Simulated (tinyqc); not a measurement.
# Ellipsometry and reflectance of a transparent film on an absorbing substrate: what changes with what

Air (index 1), film, substrate with N2 = n2 - i k2; time factor exp(+i w t). q_j = sqrt(N_j^2 - sin^2 th), root with positive real part. Fresnel coefficients r_s = (q_a - q_b)/(q_a + q_b), r_p = (N_b^2 q_a - N_a^2 q_b)/(N_b^2 q_a + N_a^2 q_b). tan(Psi) exp(i Delta) = R_p/R_s, Delta taken from 0 to 360 degrees.

Parameters, values chosen for the exercise; indices close to those of aluminium oxide on silicon: wavelength lam = 800 nm; angle of incidence th = 60 degrees; index of the transparent film n1 = 1.674; film thickness d = 1.8 nm; index of the substrate n2 = 3.692; extinction coefficient of the substrate k2 = 0.0065.

Each table varies one quantity; the others keep the values above.

## Psi and Delta against the film thickness

beta = 2 pi d q1/lam, X = exp(-2 i beta), R = (r01 + r12 X)/(1 + r01 r12 X) for p and s. The last column is the derivative of Delta.

Result of one run:
```
d (nm)  Psi (degrees)  Delta (degrees)  |R_p|^2  |R_s|^2  dDelta/dd (degrees/nm)
0               22.32            179.9  0.09616   0.5707                 -0.9544
```

What becomes of these results when the film thickness d is changed from 0 to 4 nm, all else the same?

Result of the changed run:
```
d (nm)  Psi (degrees)  Delta (degrees)  |R_p|^2  |R_s|^2  dDelta/dd (degrees/nm)
4               22.33            176.1  0.09619   0.5702                 -0.9537
```

The whole series:
```
d (nm)  Psi (degrees)  Delta (degrees)  |R_p|^2  |R_s|^2  dDelta/dd (degrees/nm)
0               22.32            179.9  0.09616   0.5707                 -0.9544
0.5             22.32            179.4  0.09617   0.5707                 -0.9544
1               22.32            178.9  0.09617   0.5707                 -0.9544
1.5             22.32            178.5  0.09617   0.5706                 -0.9543
2               22.32            178.0  0.09617   0.5706                 -0.9542
2.5             22.32            177.5  0.09618   0.5705                 -0.9541
3               22.32            177.0  0.09618   0.5704                 -0.9540
3.5             22.33            176.6  0.09619   0.5703                 -0.9539
4               22.33            176.1  0.09619   0.5702                 -0.9537
```

Delta falls from 179.89 to 176.08 degrees while Psi moves from 22.32 to 22.33: Delta changes 319 times as much as Psi. With the slope of the first row an error of 0.01 degree in Delta means 0.010 nm.

## Effect of the index of the transparent film

Same model as above.

dDelta/dd is the derivative of Delta; period lam/(2 q1).

Effect of the index of the transparent film:
```
n1    Psi (degrees)  Delta (degrees)   |R_p|^2  |R_s|^2  dDelta/dd (degrees/nm)  period (nm)
1.25         22.321           178.82  0.096184  0.57065                -0.59521       443.76
1.45         22.321           178.40  0.096185  0.57062                -0.82820       343.95
1.65         22.321           178.19  0.096173  0.57059                -0.94565       284.81
1.85         22.319           178.11  0.096151  0.57055                -0.99025       244.68
2.05         22.316           178.12  0.096123  0.57052                -0.98486       215.27
2.25         22.314           178.20  0.096093  0.57049                -0.94264       192.62
2.45         22.311           178.32  0.096064  0.57047                -0.87161       174.53
2.65         22.309           178.49  0.096040  0.57046                -0.77688       159.71
```

Read the table: what changes, and by how much?

Psi stays near 22.3 degrees and |R_p|^2 stays near 0.0961. The slope of Delta is largest in size, 0.990 degrees/nm, at n1 = 1.85 among the rows.

Program tinyqc, `OMP_NUM_THREADS=1 python tinyqc.py 2870174 2870175 out.jsonl`; Intel Xeon 2.30GHz, shared host, one thread, about 0.01 s.
